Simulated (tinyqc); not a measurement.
# Worked calculation: long-channel MOSFET, surface-potential model

tinyqc, about 0.04 s, one thread, Intel Xeon 2.30GHz (shared host): `OMP_NUM_THREADS=1 python tinyqc.py 2360032 2360033 out.jsonl` Printed values are rounded.

n-channel transistor on a uniformly doped p-type body, gradual-channel approximation, constant mobility, Boltzmann statistics, full ionisation. Potentials are counted from the neutral body; V is the electron quasi-Fermi potential, Vsb at the source and Vsb + Vds at the drain. Charges are magnitudes per area.

Values chosen for this exercise; material values those of a made-up semiconductor: temperature T = 300 K; band gap Eg = 0.96 eV; relative permittivity of the semiconductor eps_r = 13.1; conduction-band density of states at T Nc = 2.97e19 cm^-3; valence-band density of states at T Nv = 2.46e19 cm^-3; acceptor density of the body Na = 2.4e16 cm^-3; relative permittivity of the gate insulator eox = 3.94; insulator thickness tox = 25 nm; flat-band voltage Vfb = -0.85 V; channel mobility mu = 360 cm^2/(V s); gate width W = 5 um; gate length L = 10 um; source-body reverse bias Vsb = 0 V; gate-source voltage Vgs = 0.28 V; drain-source voltage Vds = 1.2 V.

Constants: q = 1.602176634e-19 C, kB = 1.380649e-23 J/K, Vt = kB T/q, eps0 = 8.8541878128e-14 F/cm where lengths are in cm. Results are converted to the units shown.

## Body potential, insulator capacitance and body factor

ni = sqrt(Nc Nv) exp(-Eg/(2 Vt)), Eg in volts; phiF = Vt ln(Na/ni); Cox = eps0 eox/tox; gamma = sqrt(2 q eps0 eps_r Na)/Cox. VT = Vfb + 2 phiF + gamma sqrt(2 phiF + Vsb), m = 1 + gamma/(2 sqrt(2 phiF + Vsb)).

ni = 2.334537e11 cm^-3
phiF = 0.2983471 V
Cox = 0.1395420 uF/cm^2
gamma = 0.6768320 V^0.5
VT = 0.2695197 V
m = 1.438102

## Iteration 1: surface potential at the source by Newton steps

psi at the start (the root without inversion charge) = 0.6118720 V

With V = Vsb: G = psi - Vt + Vt e, e = exp((psi - 2 phiF - Vsb)/Vt); f = Vgs + Vsb - Vfb - psi - gamma sqrt(G); f' = -1 - gamma (1 + e)/(2 sqrt(G)); psi(new) = psi - f/f'.

G = 0.6325218 V
f = -0.02016490 V
f' = -2.190915
psi after iteration 1 = 0.6026681 V

## Iteration 2: surface potential at the source by Newton steps

As before.

G = 0.6093887 V
f = -0.001025876 V
f' = -1.979727
psi after iteration 2 = 0.6021499 V

## Course of the iteration: surface potential at the source by Newton steps

Stop when psi changes by less than 1e-10 V, or after 40 iterations.

Course of the iteration:
```
iteration    psi (V)  |change| (V)
1          0.6026681       9.20e-3
2          0.6021499       5.18e-4
3          0.6021486       1.31e-6
4          0.6021486      8.23e-12
```

Converged in 4 iterations. At the end the number of correct digits about doubles with each step.

## Charges and current of the charge-sheet model

psi_0 = 0.6021486 V
psi_L = 0.6118720 V

psi_0 and psi_L solve Vgs + Vsb - Vfb - psi = gamma sqrt(G) at V = Vsb and Vsb + Vds. Qi = Cox gamma [sqrt(G) - sqrt(psi - Vt)], G = psi - Vt + Vt exp((psi - 2 phiF - V)/Vt), at both ends. With U = Vgs + Vsb - Vfb: drift = mu (W/L) Cox [U (psi_L - psi_0) - (psi_L^2 - psi_0^2)/2 - (2/3) gamma ((psi_L - Vt)^1.5 - (psi_0 - Vt)^1.5)]; diffusion = mu (W/L) Vt (Qi0 - QiL).

Qi0 = 1.959134 nC/cm^2
QiL = 1.988642e-20 nC/cm^2
drift current = 0.001713704 uA
diffusion current = 0.009116558 uA
drain current = 0.01083026 uA

Drift carries 15.8 % of the current. The drain end is pinched off: its charge is under 1 % of that at the source.

## Inversion charge along the channel

V, point 0 to 8 (V): 0  0.15  0.3  0.45  0.6  0.75  0.9  1.05  1.2

The surface potential psi at channel potential V solves Vgs + Vsb - Vfb - psi = gamma sqrt(G), G = psi - Vt + Vt exp((psi - 2 phiF - V)/Vt). Charge sheet: Qi = Cox gamma [sqrt(G) - sqrt(psi - Vt)]. Pao-Sah: Qi = (Cox gamma/2) integral from 3 Vt to psi of exp((u - 2 phiF - V)/Vt)/sqrt(G(u, V)) du.

```
point    psi (V)  Qi, charge sheet (nC/cm^2)  Qi, Pao-Sah (nC/cm^2)
0      0.6021486                    1.959134               2.006125
1      0.6118290                 0.008650634            0.008855745
2      0.6118718                 2.617513e-5            2.679573e-5
3      0.6118720                 7.906822e-8            8.094288e-8
4      0.6118720                2.388432e-10           2.445060e-10
5      0.6118720                7.214792e-13           7.385850e-13
6      0.6118720                2.179389e-15           2.231061e-15
7      0.6118720                6.583330e-18           6.739416e-18
8      0.6118720                1.988642e-20           2.035791e-20
```

At the source the charge-sheet charge is 2.3 % below the Pao-Sah one.

## Pao-Sah current by Simpson's rule

I = mu (W/L) integral of Qi dV; Simpson's rule on the 9 points, step Vds/8, weights 1, 4, 2, ..., 4, 1 times step/3.

Pao-Sah current = 0.01837442 uA

Gauss-Legendre quadrature on many points gives 0.01111 uA, so this value is 65 % above it; the charge-sheet current, 0.01083 uA, is 2.5 % below it.
